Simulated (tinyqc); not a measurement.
Configuration-coordinate model of carrier capture at a defect: one step. Optical transitions. Four cases, with inputs chosen for the exercise.

Task: Vertical ionisation from the trapped minimum costs ET + ER; vertical capture from the free minimum releases ET - ER (none if negative); the band has a standard deviation sqrt(S hw^2 coth(hw/2kT)) with S = ER/hw, and a full width 2.35482 times that.

Two parabolas of equal curvature k in one coordinate Q: with the carrier free at the band edge, U_f = k Q^2/2; with the carrier trapped, U_t = k (Q - dQ)^2/2 - ET. ER = k dQ^2/2, Huang-Rhys factor S = ER/hw, hw = 0.0646541 sqrt(k/M) eV for k in eV/angstrom^2 and M in u. The curves cross at a height Eb = (ER - ET)^2/(4 ER) above the free minimum.

Constants: kB = 8.617333262e-05 eV/K.

Case 1.

Values chosen (of the size met at a vacancy centre in SiC; not measured data): ET = 0.7 eV (thermal depth of the level below the band edge); ER = 0.48 eV (relaxation energy); hw = 0.04 eV (phonon energy of the mode); T = 350 K (temperature).

Case 2.

Values chosen (of the size met at a deep level in GaN; not measured data): ET = 0.64 eV (thermal depth of the level below the band edge); ER = 0.59 eV (relaxation energy); hw = 0.031 eV (phonon energy of the mode); T = 150 K (temperature).

Case 3.

Values chosen (of the size met at a DX centre in AlGaAs; not measured data): ET = 0.08 eV (thermal depth of the level below the band edge); ER = 0.82 eV (relaxation energy); hw = 0.011 eV (phonon energy of the mode); T = 200 K (temperature).

Case 4.

Values chosen (of the size met at an oxide trap near a Si / SiO2 interface; not measured data): ET = 0.43 eV (thermal depth of the level below the band edge); ER = 0.88 eV (relaxation energy); hw = 0.044 eV (phonon energy of the mode); T = 77 K (temperature).

Give: energies; coth(hw/2kT); standard deviation; full width.

Result:

Case 1.

energies (eV): ionisation peak 1.180, zero-phonon 0.700, emission peak 0.220

coth(hw/2kT) = 1.7229
standard deviation = 0.1819 eV
full width = 0.4283 eV

Radiative capture would peak at 0.220 eV. The optical peak exceeds the thermal depth by a factor 1.69.

Case 2.

energies (eV): ionisation peak 1.230, zero-phonon 0.640, emission peak 0.050

coth(hw/2kT) = 1.1999
standard deviation = 0.1481 eV
full width = 0.3489 eV

Radiative capture would peak at 0.050 eV. The optical peak exceeds the thermal depth by a factor 1.92.

Case 3.

energies (eV): ionisation peak 0.900, zero-phonon 0.080, emission peak -0.740

coth(hw/2kT) = 3.2392
standard deviation = 0.1709 eV
full width = 0.4025 eV

Vertical capture would need energy: there is no luminescence peak (at most a tail of the broadened line), and a carrier freed by light must cross the barrier Eb to return or tunnel through it; where tunnelling is slow this gives persistent photoconductivity at low temperature. The optical peak exceeds the thermal depth by a factor 11.25.

Case 4.

energies (eV): ionisation peak 1.310, zero-phonon 0.430, emission peak -0.450

coth(hw/2kT) = 1.0026
standard deviation = 0.1970 eV
full width = 0.4640 eV

Vertical capture would need energy: there is no luminescence peak (at most a tail of the broadened line), and a carrier freed by light must cross the barrier Eb to return, here only 0.058 eV. The optical peak exceeds the thermal depth by a factor 3.05.

Computed by tinyqc, one run a case: `OMP_NUM_THREADS=1 python tinyqc.py N N+1 out.jsonl` with N = 1480072, 1480118, 1480313, 1480654; one thread of a shared Intel(R) Xeon(R) Processor @ 2.30GHz, about 0.01 s a run at most.
